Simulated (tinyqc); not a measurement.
One-dimensional ballistic tunnel FET, two-band WKB: output curve.

A p-type source for x < 0 with its Fermi level at 0 and its valence edge at ds; in the channel the bands fall as D exp(-x/lam) towards their flat values, with the conduction edge at Ec = ds - dP and D = dP + Eg. The gate moves dP one to one. The drain Fermi level lies at -Vd and the drain side reflects nothing. For w = E - Ec between 0 and dP an electron crosses the gap. Two-band dispersion with equal masses m: inside the gap kappa = sqrt(m u (1 - u/Eg)/C), u the distance from a band edge, C = hbar^2/(2 m0).

S(w) = 2 lam int_0^Eg kappa(u) du/(w + Eg - u) = 2 pi lam sqrt(m/(C Eg)) [w + Eg/2 - sqrt(w (w + Eg))], T(w) = exp(-S). I = g (2 q^2/h) int_0^dP T(w) [f(E) - f(E + Vd)] dw, E = ds - dP + w, f(x) = 1/(1 + exp(x/Vt)). Swing = d(dP)/d(log10 I).

Inputs (values chosen for the exercise); band and dielectric values close to those of indium phosphide:

| symbol | value | unit | meaning |
|---|---|---|---|
| T | 200 | K | temperature |
| Eg | 1.36 | eV | band gap |
| m | 0.08 | m0 | band-edge mass of the two-band model |
| lam | 5 | nm | screening length of the source junction |
| ds | 0.13 | eV | source valence edge above the source Fermi level |
| g | 2 |  | number of degenerate subbands (spin apart) |
| dP | 0.3 | eV | tunnelling window Ev(source) - Ec(channel) |

Constants: q = 1.602176634e-19 C, kB = 1.380649e-23 J/K, hbar = 1.054571817e-34 J s, h = 6.62607015e-34 J s, m0 = 9.1093837015e-31 kg, Vt = kB T/q, hbar^2/(2 m0) = 0.0380998212 eV nm^2. Results are converted to the units shown.

Output curve:
```
Vd (V),I (uA)
0.02,5.372e-6
0.09,1.170e-5
0.16,1.226e-5
0.24,1.228e-5
0.31,1.228e-5
0.38,1.228e-5
0.45,1.228e-5
0.53,1.228e-5
0.6,1.228e-5
```

I rises from 5.37e-6 to 1.23e-5 uA; it reaches 95 % of the last value at Vd = 0.09 V among the rows. The drain Fermi level passes the channel conduction edge at Vd = dP - ds = 0.170 V, after which the back flow dies out. The window dP is held fixed.

Program tinyqc, `OMP_NUM_THREADS=1 python tinyqc.py 2620071 2620072 out.jsonl`; Intel Xeon 2.30GHz, shared host, one thread, about 0.01 s.
